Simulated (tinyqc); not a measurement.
Grain-boundary trapping model (Seto) of a polycrystalline semiconductor film: one step, computed by the program tinyqc. Command: `OMP_NUM_THREADS=1 python tinyqc.py 3002713 3002714 out.jsonl poly walk`. One thread of a shared host (Intel(R) Xeon(R) Processor @ 2.30GHz), about 0.01 s of CPU time with the checks.

Grains of equal size L are joined by thin boundaries with one trap level. Trapped carriers deplete a width W on each side and raise a barrier, crossed by thermionic emission. Dopants are fully ionised, statistics are non-degenerate and mu_g does not depend on T.

Task: Resistivity and effective mobility. Boundary: sigma_b = L e^2 n_0 exp(-e V_B/k_B T)/sqrt(2 pi m k_B T); drift through the grain, depleted parts included: rho_g = [(1 - 2W/L) + (2W/L) int_0^1 exp(y^2 s^2) ds]/(e n_0 mu_g); rho = 1/sigma_b + rho_g. Mean carrier density n_av = n_0 [(1 - 2W/L) + (2W/L) (sqrt(pi)/2) erf(y)/y], y = sqrt(e V_B/k_B T); effective mobility 1/(e n_av rho).

Inputs (values chosen for the exercise, modelled on polycrystalline ZnO):
```
quantity                           value        unit
effective mass m                     0.3         m_0
grain size L                          70          nm
doping N                         2.3e+16      1/cm^3
mobility inside the grains mu_g      150  cm^2/(V s)
temperature T                        300           K
```

Grain interior: resistance included.

depletion width W = 35 nm

barrier V_B = 0.03071266 V

E_F = -0.3264504 eV

centre density n_0 = 1.148002e+13 1/cm^3

Constants: k_B = 8.617333262e-05 eV/K; m_0 = 9.1093837015e-31 kg; k_B = 1.380649e-23 J/K; e = 1.602176634e-19 C.

Give: boundary resistivity; drift resistivity rho_g; resistivity rho; mean carrier density; effective mobility.

Result:

boundary resistivity = 1341.2 ohm cm

drift resistivity rho_g = 5757.4 ohm cm

resistivity rho = 7098.6 ohm cm

mean carrier density = 8.1841e+12 1/cm^3

effective mobility = 107.44 cm^2/(V s)

A single crystal with the same N and mu_g would have 1.81 ohm cm, a factor 3920 lower.
